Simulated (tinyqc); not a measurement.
# Deep-level transient spectroscopy, step by step

Program tinyqc, `OMP_NUM_THREADS=1 python tinyqc.py 2050055 2050056 out.jsonl`; Intel Xeon 2.30GHz, shared host, one thread, about 0.01 s. Printed values are rounded.

Schottky contact on an n-type layer with shallow donors Nd (all ionised) and a donor-like deep trap, neutral when filled and positive when empty; depletion approximation. Traps within lam of the depletion edge stay filled. A long pulse to Vp fills the traps beyond x1 = Wp - lam; back at Vr those between x1 and x2 = Wr - lam emit. A rate window reads S = C(t2) - C(t1).

Values chosen for this exercise; material values close to those of 4H silicon carbide: relative permittivity eps_r = 9.53; conduction-band density of states at 300 K Nc = 1.72e19 cm^-3; thermal velocity at 300 K vth = 2e7 cm/s; shallow donor density Nd = 4.3e16 cm^-3; built-in voltage Vbi = 1.19 V; depth of the trap below the conduction edge Et = 0.37 eV; capture cross-section sn = 3.1e-14 cm^2; trap density Nt = 5.2e14 cm^-3; reverse bias Vr = 1.9 V; reverse bias during the filling pulse Vp = 0 V; first sampling time t1 = 5 ms; second sampling time t2 = 50 ms; temperature of the transient T = 168 K.

Constants: q = 1.602176634e-19 C, kB = 1.380649e-23 J/K, eps0 = 8.8541878128e-14 F/cm where lengths are in cm. Results are converted to the units shown.

## Emission rate and rate window

Emission rate en = sn vth(T) Nc(T) exp(-Et/kB T) = sn g T^2 exp(-Et/kB T), g = vth Nc/(300 K)^2, as vth goes as T^0.5 and Nc as T^1.5 (degeneracy factor 1). For an exponential transient S peaks where en = ew = ln(t2/t1)/(t2 - t1).

g = 3.822222e21 cm^-2 s^-1 K^-2
en = 26.59406 1/s
1/en = 37.60238 ms
ew = 51.16856 1/s

## Widths

lam = sqrt(2 eps0 eps_r (EF - ET)/(q Nd)), EF - ET = Et - (kB T/q) ln(Nc(T)/Nd), Nc(T) = Nc (T/300 K)^1.5. In the steady state at the band bending V, 2 eps0 eps_r V/q = Nd W^2 + Nt (W - lam)^2 (the second term only if W > lam). V = Vbi + Vr gives Wr and V = Vbi + Vp gives Wp; x1 = max(Wp - lam, 0).

lam = 85.13020 nm
Wr = 274.3343 nm
Wp = 170.4758 nm
x1 = 85.34559 nm
x2 = 189.2041 nm
G = (x2^2 - x1^2)/Wr^2 = 0.3788810

The rule Nt = 2 Nd |dC|/C assumes G = 1 and would understate Nt by a factor of about 1/G = 2.64 here (the limit of small Nt/Nd).

## The transient

| sample | t (ms) |
|---|---|
| 0 | 0 |
| 1 | 2.5 |
| 2 | 5 |
| 3 | 27.5 |
| 4 | 50 |
| 5 | 100 |
| 6 | 250 |

W(t)^2 = Wr^2 + (Nt/Nd)(x2^2 - x1^2) exp(-en t), C = eps0 eps_r/W; for small Nt, dC/C = -(Nt/2 Nd) G exp(-en t) with G = (x2^2 - x1^2)/Wr^2. S = C(t2) - C(t1).

| sample | C (nF/cm^2) | C - C(final) (pF/cm^2) |
|---|---|---|
| 0 | 30.68802 | -70.22310 |
| 1 | 30.69252 | -65.72059 |
| 2 | 30.69674 | -61.50590 |
| 3 | 30.72439 | -33.85604 |
| 4 | 30.73962 | -18.62481 |
| 5 | 30.75331 | -4.93059 |
| 6 | 30.75815 | -0.09132 |

S = 42.88109 pF/cm^2

## Step 1: peak temperature

T at the start = 300 K

Fixed-point step for en(T) = ew: T(new) = (Et q/kB)/ln(sn g T^2/ew), g = vth Nc/(300 K)^2.

T after step 1 = 164.7435 K

## Course of the iteration for the peak temperature

Start from 300 K; stop when T changes by less than 1e-8 K.

Course of the iteration:

| step | T (K) | change (K) |
|---|---|---|
| 1 | 164.7435 | 135 |
| 2 | 172.6864 | 7.94 |
| 3 | 172.0348 | 0.652 |
| 4 | 172.0869 | 0.0521 |
| 5 | 172.0827 | 4.18e-3 |
| 6 | 172.0831 | 3.35e-4 |
| 7 | 172.0831 | 2.69e-5 |
| 8 | 172.0831 | 2.15e-6 |
| 9 | 172.0831 | 1.73e-7 |
| 10 | 172.0831 | 1.38e-8 |
| 11 | 172.0831 | 1.11e-9 |

Converged in 11 steps; each multiplies the error by -2 kB T/Et = -0.080.
